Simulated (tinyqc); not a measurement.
Single-junction solar cell, detailed-balance limit: two steps of the calculation.

Every photon above the gap Eg makes one pair and none below is absorbed; carriers thermalise at T and move without loss. Jsc = q fs X Phi(Eg, Ts); the dark current is J0 = q ge Phi(Eg, T)/ERE with the Boltzmann factor exp(V/Vt). The efficiency is the electrical power over fs X sigma Ts^4.

Parameters, values chosen for the exercise:
```
symbol    value  unit                                    meaning
T           300     K                           cell temperature
Ts         4500     K          temperature of the black-body sun
fs      2.16e-5        share of the hemisphere filled by the sun
X            10                                    concentration
ERE      0.0001                    external radiative efficiency
ge            2                        number of faces that emit
Eg         2.09    eV                                   band gap
```

Constants: q = 1.602176634e-19 C, kB = 1.380649e-23 J/K, h = 6.62607015e-34 J s, c = 299792458 m/s, Vt = kB T/q. Results are converted to the units shown.

Task 1. Photocurrent, dark current and incident power. Photon flux above E from a black body at temperature T into a hemisphere: Phi(E, T) = A sum_k exp(-k E/th)[E^2 th/k + 2 E th^2/k^2 + 2 th^3/k^3], k = 1, 2, ..., with th = kB T/q in eV and A = 2 pi q^3/(h^3 c^2). Jsc = q fs X Phi(Eg, Ts), J0 = q ge Phi(Eg, T)/ERE. Pin = fs X sigma Ts^4, sigma = 2 pi^5 kB^4/(15 h^3 c^2).

Find: Jsc; J0; Pin.

Result 1.

Jsc = 38.14 mA/cm^2
J0 = 2.843e-25 mA/cm^2
Pin = 502.2 mW/cm^2

Task 2. Voltages, fill factor and efficiency. Voc = Vt ln(1 + Jsc/J0), Vmp = v Vt, Jmp = Jsc - J0 (exp(v) - 1), FF = Vmp Jmp/(Voc Jsc), efficiency Vmp Jmp/Pin.

v = 56.116168
Jsc = 38.143277 mA/cm^2
J0 = 2.8426069e-25 mA/cm^2
Pin = 502.24491 mW/cm^2

Give: Voc; Eg/q - Voc; Vmp; Jmp; FF; efficiency.

Result 2.

Voc = 1.555 V
Eg/q - Voc = 0.5347 V
Vmp = 1.451 V
Jmp = 37.48 mA/cm^2
FF = 0.9164
efficiency = 10.82 %

Of the voltage deficit, Vt ln(1/ERE) = 238 mV is due to non-radiative recombination.

tinyqc, about 0.01 s, one thread, Intel Xeon 2.30GHz (shared host): `OMP_NUM_THREADS=1 python tinyqc.py 2820032 2820033 out.jsonl`
